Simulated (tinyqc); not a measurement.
# p-n diode with diffusion and depletion-layer recombination: what changes with what

Abrupt junction in the depletion approximation, low injection, full ionisation, neutral widths fixed, ohmic contact on the p side. Vj is the junction voltage; where a series resistance Rs is given, V = Vj + J Rs is the terminal voltage.

Parameters, values chosen for the exercise; band and dielectric values close to those of 4H silicon carbide:
- T = 293 K (temperature)
- Eg = 3.29 eV (band gap)
- eps_r = 9.54 (relative permittivity)
- Nc = 1.66e19 cm^-3 (conduction-band density of states at T)
- Nv = 2.46e19 cm^-3 (valence-band density of states at T)
- Na = 2.7e18 cm^-3 (acceptor density)
- Nd = 1.5e16 cm^-3 (donor density)
- mun = 130 cm^2/(V s) (electron mobility in the p side)
- mup = 110 cm^2/(V s) (hole mobility in the n side)
- tn = 3e-8 s (electron lifetime)
- tp = 9e-9 s (hole lifetime)
- wp = 0.47 um (neutral width of the p side)
- wn = 1.3 um (neutral width of the n side)
- Sp = 1e7 cm/s (recombination velocity at the n contact)
- Rs = 0.0032 ohm cm^2 (series resistance)
- Et = 0 eV (trap level above the intrinsic level)
- Vj = 1.46 V (junction voltage at which recombination is evaluated)

Constants: q = 1.602176634e-19 C, kB = 1.380649e-23 J/K, Vt = kB T/q, eps0 = 8.8541878128e-14 F/cm where lengths are in cm. Results are converted to the units shown.

Each table varies one quantity; the others keep the values above.

## Currents and ideality against junction voltage

ni = sqrt(Nc Nv) exp(-Eg/(2 Vt)), Eg in volts; D = mu Vt; Ln = sqrt(Dn tn), Lp = sqrt(Dp tp); J0n = q ni^2 Dn coth(wp/Ln)/(Ln Na); J0p = (q ni^2 Dp/(Lp Nd)) (s + tanh(wn/Lp))/(1 + s tanh(wn/Lp)), s = Sp Lp/Dp. J_diff = (J0n + J0p)(exp(Vj/Vt) - 1). Vbi = Vt ln(Na Nd/ni^2), W = sqrt(2 eps0 eps_r (Vbi - Vj)(1/Na + 1/Nd)/q), xp = W Nd/(Na + Nd), xn = W Na/(Na + Nd); u(x) = q Na (x + xp)^2/(2 eps0 eps_r) for x < 0 and Vbi - Vj - q Nd (xn - x)^2/(2 eps0 eps_r) for x > 0; p = Na exp(-u/Vt), n = Nd exp((u - Vbi + Vj)/Vt); U = ni^2 (exp(Vj/Vt) - 1)/(tp (n + ni exp(Et/Vt)) + tn (p + ni exp(-Et/Vt))); J_scr = q times the integral of U from -xp to xn. J = J_diff + J_scr. Ideality = (1/Vt) dVj/d ln J or (1/Vt) dV/d ln J; last column ni^2 exp(Vj/Vt)/N^2.

Result of one run:

| Vj (V) | J_diff (A/cm^2) | J_scr (A/cm^2) | J (A/cm^2) | V (V) | ideality against Vj | ideality against V | minority/doping, lighter side |
|---|---|---|---|---|---|---|---|
| 1.56 | 2.009e-22 | 1.679e-13 | 1.679e-13 | 1.560 | 1.963 | 1.963 | 3.175e-24 |

What becomes of these results when the junction voltage at which recombination is evaluated Vj is changed from 1.56 to 0.76 V, all else the same?

Result of the changed run:

| Vj (V) | J_diff (A/cm^2) | J_scr (A/cm^2) | J (A/cm^2) | V (V) | ideality against Vj | ideality against V | minority/doping, lighter side |
|---|---|---|---|---|---|---|---|
| 0.76 | 3.488e-36 | 1.748e-20 | 1.748e-20 | 0.7600 | 1.977 | 1.977 | 5.512e-38 |

The whole series:

| Vj (V) | J_diff (A/cm^2) | J_scr (A/cm^2) | J (A/cm^2) | V (V) | ideality against Vj | ideality against V | minority/doping, lighter side |
|---|---|---|---|---|---|---|---|
| 0.76 | 3.488e-36 | 1.748e-20 | 1.748e-20 | 0.7600 | 1.977 | 1.977 | 5.512e-38 |
| 1.03 | 1.537e-31 | 3.927e-18 | 3.927e-18 | 1.030 | 1.973 | 1.973 | 2.429e-33 |
| 1.29 | 4.559e-27 | 7.291e-16 | 7.291e-16 | 1.290 | 1.969 | 1.969 | 7.205e-29 |
| 1.56 | 2.009e-22 | 1.679e-13 | 1.679e-13 | 1.560 | 1.963 | 1.963 | 3.175e-24 |
| 1.82 | 5.960e-18 | 3.225e-11 | 3.225e-11 | 1.820 | 1.954 | 1.954 | 9.418e-20 |
| 2.09 | 2.626e-13 | 7.835e-9 | 7.835e-9 | 2.090 | 1.938 | 1.938 | 4.151e-15 |
| 2.36 | 1.158e-8 | 2.028e-6 | 2.039e-6 | 2.360 | 1.897 | 1.897 | 1.829e-10 |
| 2.62 | 3.433e-4 | 5.021e-4 | 8.454e-4 | 2.620 | 1.361 | 1.362 | 5.426e-6 |
| 2.89 | 15.13 | 0.1860 | 15.32 | 2.939 | 1.008 | 2.949 | 0.2391 |

The ideality against Vj falls from 1.98 to 1.01. Diffusion overtakes recombination in the layer between Vj = 2.62 and 2.89 V. J_scr alone has an ideality of 1.97 between the first two rows and 1.81 between the last two. From Vj = 2.89 V the series resistance raises the terminal ideality by over a tenth; there J Rs = 1.9 Vt. Rows from Vj = 2.89 V on lie beyond low injection.

## Effect of the recombination velocity at the n contact

Same model as above.

J = J_diff + J_scr.

The same in every row: J0n (A/cm^2) = 4.382e-51; J_scr (A/cm^2) = 2.235e-14; J_scr/J (%) = 100.0; wn/Lp = 0.8223.

Effect of the recombination velocity at the n contact:

| Sp (cm/s) | J0p (A/cm^2) | J_diff (A/cm^2) |
|---|---|---|
| 1 | 1.332e-49 | 1.784e-24 |
| 10 | 1.333e-49 | 1.785e-24 |
| 100 | 1.338e-49 | 1.792e-24 |
| 1000 | 1.391e-49 | 1.860e-24 |
| 10000 | 1.771e-49 | 2.354e-24 |
| 1e5 | 2.586e-49 | 3.411e-24 |
| 1e6 | 2.872e-49 | 3.782e-24 |
| 1e7 | 2.908e-49 | 3.828e-24 |

As Sp goes from 1 to 1e7, J0p rises from 1.33e-49 to 2.91e-49 A/cm^2, J_scr stays at 2.23e-14 A/cm^2 and its share stays at 100 %. J0p crosses its long-base value at Sp = Dp/Lp = 17600 cm/s; with wn/Lp = 0.82 the contact changes it by a factor of 2.18 over the table.

Computed by the program tinyqc: `OMP_NUM_THREADS=1 python tinyqc.py 2260034 2260035 out.jsonl`, one thread of a shared Intel Xeon 2.30GHz, about 0.01 s for the whole run.
